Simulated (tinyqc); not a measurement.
# Finite-difference solution of the diffusion equation on a small grid, step by step

A worked calculation. Computed by tinyqc, a small Python program that keeps every step. Command: `OMP_NUM_THREADS=1 python tinyqc.py 3023581 3023582 out.jsonl fdiff walk`. One thread of a shared host (Intel(R) Xeon(R) Processor @ 2.30GHz), about 0.01 s of CPU time with the checks. Intermediate numbers are printed to about 6 digits and carried at full precision; extremes and crossings named in words are read from the listed rows.

dC/dt = D d2C/dx2 on nodes x_j = j dx, j = 0..8; the far end is sealed.

Inputs (values chosen for the exercise):
```
quantity         value    unit
diffusivity D    0.072  nm^2/s
grid spacing dx     25      nm
time step dt      1800       s
final time t_f   54000       s
```

Boundary at x = 0: sealed surface. Scheme: explicit.

start values C_j, j = 0, 1, ... (% of a reference): 8.01  20  62.1  100  75.6  8.48  5.74  0  0

## Mesh ratio and operator

The operator M acts as (M C)_j = C_(j-1) - 2 C_j + C_(j+1); at the sealed far end a mirror node gives 2 C_(N-2) - 2 C_(N-1); at j = 0, a mirror node gives 2 C_1 - 2 C_0. r = D dt/dx^2.

mesh ratio r = 0.20736

operator M:
```
    0   1   2   3   4   5   6   7
0  -2   2   0   0   0   0   0   0
1   1  -2   1   0   0   0   0   0
2   0   1  -2   1   0   0   0   0
3   0   0   1  -2   1   0   0   0
4   0   0   0   1  -2   1   0   0
5   0   0   0   0   1  -2   1   0
6   0   0   0   0   0   1  -2   1
7   0   0   0   0   0   0   1  -2
8   0   0   0   0   0   0   0   2

    8
0   0
1   0
2   0
3   0
4   0
5   0
6   0
7   1
8  -2
```

## Amplification factors

The mode of M with eigenvalue mu has its amplitude multiplied per step by g = (1 + (1 - theta) r mu)/(1 - theta r mu), with theta = 0 explicit, 1 implicit, 1/2 Crank-Nicolson; the explicit scheme is stable for r up to 2/|mu_min|.

eigenvalues mu of M: -4.00000  -3.84776  -3.41421  -2.76537  -2.00000  -1.23463  -0.58579  -0.15224  0.00000

factors g: 0.17056  0.20213  0.29203  0.42657  0.58528  0.74399  0.87853  0.96843  1.00000

largest stable r of the explicit scheme = 0.5

The smallest factor is 0.171: no mode changes sign, and all decay but one with mu = 0 where there is such a mode.

## Time step 1

C at the start (%): 8.01  20.00  62.10  100.00  75.60  8.48  5.74  0.00  0.00

With r = D dt/dx^2: (1 - theta r M) C(new) = (1 + (1 - theta) r M) C(old); theta = 0 explicit, 1 implicit, 1/2 Crank-Nicolson.

C after step 1 (%): 12.9825  26.2436  61.2291  87.0815  66.7416  21.8298  5.1179  1.1902  0.0000

## Time step 2

The formulas are those given above.

C after step 2 (%): 18.4821  30.7484  59.3352  77.5030  61.6464  27.6774  7.7689  1.7579  0.4936

## All steps

The run takes n = round(t_f/dt) steps of length t_f/n. The dose is the trapezoidal sum of C dx; the error is the largest difference from exp(M D t/dx^2) C(0), the exact time evolution on the same grid.

Course of the run:
```
step  t (s)      C_1      C_4  dose (% nm)  largest error
1      1800  26.2436  66.7416     6898.125        3.09984
2      3600  30.7484  61.6464     6898.125        2.97345
3      5400  34.1326  57.8906     6898.125        2.46416
4      7200  36.7202  54.8340     6898.125        2.36475
5      9000  38.7230  52.2507     6898.125        2.17499
6     10800  40.2845  50.0311     6898.125        1.96675
7     12600  41.5046  48.1079     6898.125        1.76620
...     ...      ...      ...          ...            ...
24    43200  43.8350  35.9894     6898.125        0.42003
25    45000  43.6373  35.8074     6898.125        0.40317
26    46800  43.4337  35.6474     6898.125        0.38620
27    48600  43.2261  35.5069     6898.125        0.36939
28    50400  43.0157  35.3834     6898.125        0.35297
29    52200  42.8040  35.2750     6898.125        0.33708
30    54000  42.5918  35.1797     6898.125        0.32184
```

C at the end (%): 43.0953  42.5918  41.0679  38.5396  35.1797  31.4161  27.9133  25.4149  24.5077

largest error at t_f = 0.321840 %

final dose = 6898.125 % nm

final C_4 = 35.1797 %

The time-step error at the end is 0.32 on a scale of 43.1. Both ends are sealed, so the dose is conserved exactly, whatever the step.

## The three schemes as the step is halved

Each run reaches t_f in n equal steps; errors are the largest difference from exp(M D t_f/dx^2) C(0). A dash marks unstable explicit runs.

Largest error at t_f (%):
```
steps n       r  explicit  implicit  Crank-Nicolson
4        1.5552         -   2.22779     5.85113e-01
8        0.7776         -   1.17511     5.92151e-02
16       0.3888  0.599894   0.59908     1.45737e-02
32       0.1944  0.301806   0.30139     3.62916e-03
64       0.0972  0.151099   0.15098     9.06398e-04
128      0.0486  0.075565   0.07553     2.26544e-04
256      0.0243  0.037782   0.03777     5.66324e-05
```

From the last two rows, halving the step divides the error by 2.00 (explicit), 2.00 (implicit), 4.00 (Crank-Nicolson): a factor 2 marks first order in dt and 4 second order. The explicit scheme needs n of at least 13 to be stable; the other two are stable at any step.

Checks made by the program: matrix exponential against 4096 Crank-Nicolson steps (relative difference 5e-09).
